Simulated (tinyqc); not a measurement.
Gate work function from the charge.

Inverse problem. For an undoped double gate, Q = 8 eps0 eps_r Vt beta tan(beta)/ts with 0 < beta < pi/2, and at the source (Vg - dphi)/(2 Vt) - ln[(2/ts) sqrt(2 eps0 eps_r Vt/(q ni))] = ln(beta) - ln(cos beta) + 2 r beta tan(beta), r = eps_r tox/(eox ts). Find beta and dphi.

Parameters, values chosen for the exercise; material values close to those of silicon: temperature T = 325 K; relative permittivity of the semiconductor eps_r = 11.9; relative permittivity of the gate insulator eox = 4.07; insulator thickness tox = 1.5 nm; body thickness ts = 10 nm; gate voltage Vg = 0.52 V.

Constants: q = 1.602176634e-19 C, kB = 1.380649e-23 J/K, Vt = kB T/q, eps0 = 8.8541878128e-14 F/cm where lengths are in cm. Results are converted to the units shown.

Qs = 0.38024331 nC/cm^2
ni = 5.3081309e10 cm^-3

Answer. beta tan(beta) rises from 0 without bound on the interval, so the charge fixes beta; the second relation is then explicit in dphi.

beta = 0.04012
dphi = 0.2200 V

Program tinyqc, `OMP_NUM_THREADS=1 python tinyqc.py 2440115 2440116 out.jsonl`; Intel Xeon 2.30GHz, shared host, one thread, about 0.02 s.
